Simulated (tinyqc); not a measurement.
AlGaN/GaN HEMT with access regions, lumped model: two steps of the calculation.

A polarisation-induced electron sheet under a Schottky gate, in series with two ungated access regions and contacts. Drift law v = mu E/(1 + mu E/vs) under the gate. Currents in mA/mm, resistances in ohm mm. No self-heating, no channel-length modulation; fits for polarisation, barrier and offset are chosen for the exercise.

Parameters, values chosen for the exercise; values close to those of AlGaN/GaN structures:
```
symbol  value        unit                                               meaning
x        0.17                                    aluminium share of the barrier
d          30          nm                                     barrier thickness
eps_r     9.4                      relative permittivity of barrier and channel
mu       1500  cm^2/(V s)                                      channel mobility
vs        1e7        cm/s                                   saturation velocity
Lg        1.5          um                                           gate length
Ls        0.5          um                                  source access length
Ld         16          um                                   drain access length
Rc       0.32      ohm mm                            resistance of each contact
ft       0.14              share of the drain-access electrons removed by traps
Vg        0.5           V                                          gate voltage
Vd          2           V                                         drain voltage
```

Constants: q = 1.602176634e-19 C, eps0 = 8.8541878128e-14 F/cm where lengths are in cm. Results are converted to the units shown.

Question 1. Polarisation charge, threshold and sheet resistance. sigma = (5e13 x + 1.6e13 x^2) cm^-2, phiB = 0.84 + 1.3 x, dEc = 0.7 (1.71 x + x^2) in volts, Cb = eps0 eps_r/d, VT = phiB - dEc - q sigma/Cb, access density n0 = -Cb VT/q. Rsh = 1/(q mu n0); largest access current q n0 vs.

Wanted: sigma; Cb; VT; n0; Rsh; q n0 vs.

Answer 1.

sigma = 8.962e12 cm^-2
Cb = 0.2774 uF/cm^2
VT = -4.339 V
n0 = 7.513e12 cm^-2
Rsh = 553.9 ohm
q n0 vs = 1204 mA/mm

Question 2. Drain current. Access resistance R(L, n) = L/(q mu n sqrt(1 - (I/(q n vs))^2)); Rs = Rc + R(Ls, n0), Rd = Rc + R(Ld, (1 - ft) n0). Vg' = Vg - I Rs, Vd' = Vd - I (Rs + Rd); with u = Vg' - VT, Vc = vs Lg/mu and w the smaller of Vd' and Vc [sqrt(1 + 2 u/Vc) - 1] (0 if negative), the channel gives (mu Cb/Lg)(u w - w^2/2)/(1 + w/Vc). I(new) = I + 0.1 (channel current - I).

I after iteration 1 = 160.22002 mA/mm
VT = -4.3385427 V
Cb = 0.27743122 uF/cm^2
n0 = 7.5125748e12 cm^-2

Give: Rs; Rd; Vg'; Vd'; channel current; I after iteration 2.

Answer 2.

Rs = 0.59942 ohm mm
Rd = 10.750 ohm mm
Vg' = 0.40396 V
Vd' = 0.18155 V
channel current = 198.29 mA/mm
I after iteration 2 = 164.03 mA/mm

tinyqc, about 0.01 s, one thread, Intel Xeon 2.30GHz (shared host): `OMP_NUM_THREADS=1 python tinyqc.py 2570113 2570114 out.jsonl`
